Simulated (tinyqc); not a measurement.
Reset of a mushroom phase-change cell, hemispherical electro-thermal model: two steps of the calculation.

Current spreads from a hemispherical contact of radius r0 into a large dome with constant rho and ka: j = I/(2 pi r^2). With s = r0/r the steady rise is T - T0 = c (b s - s^2), c = I^2 rho/(8 pi^2 ka r0^2). The heat lost through the heater, (T(r0) - T0)/Rh, fixes b = (2 + g)/(1 + g), g = 1/(2 pi ka r0 Rh).

Parameters, values chosen for the exercise; values of the order of Ge-Sb-Te and related chalcogenides: ambient temperature T0 = 300 K; melting point Tm = 882 K; radius of the heater contact r0 = 19 nm; resistivity of the hot chalcogenide rho = 4.2 mohm cm; its thermal conductivity ka = 1.22 W/(m K); thermal resistance of the path through the heater Rh = 40 K/uW; reset current I = 940 uA.

Task 1. Constants and melting current. The peak lies at s = b/2 with the rise c b^2/4; melting starts at the current where that equals Tm - T0, and the molten shell spans the roots of s^2 - b s + (Tm - T0)/c = 0 (s at most 1). Electrical resistance rho/(2 pi r0).

Wanted: g; b; resistance; radius of the peak; melting current; power at that current.

Result 1.

g = 0.17165
b = 1.8535
resistance = 0.35182 kohm
radius of the peak = 20.502 nm
melting current = 749.04 uA
power at that current = 197.39 uW

Task 2. Temperature profile and molten shell. 

r, point 0 to 7 (nm): [19, 21.8, 25.7, 30.4, 38, 49.4, 66.5, 95]
b = 1.8534964

Wanted: c; T; peak T; inner radius of the melt; outer radius of the melt.

Result 2.

c = 1067.2 K
T, point 0 to 7 (K): [1210.9, 1213.3, 1179.1, 1119.4, 1022.2, 902.92, 778.04, 652.92]
peak T = 1216.6 K
inner radius of the melt = 19.000 nm
outer radius of the melt = 51.796 nm

The melt reaches the contact.

Range of the model: Constant properties, no latent heat, thermoelectric terms, boundary resistance or heating in the heater itself.

tinyqc, about 0.01 s, one thread, Intel Xeon 2.30GHz (shared host): `OMP_NUM_THREADS=1 python tinyqc.py 2490005 2490006 out.jsonl`
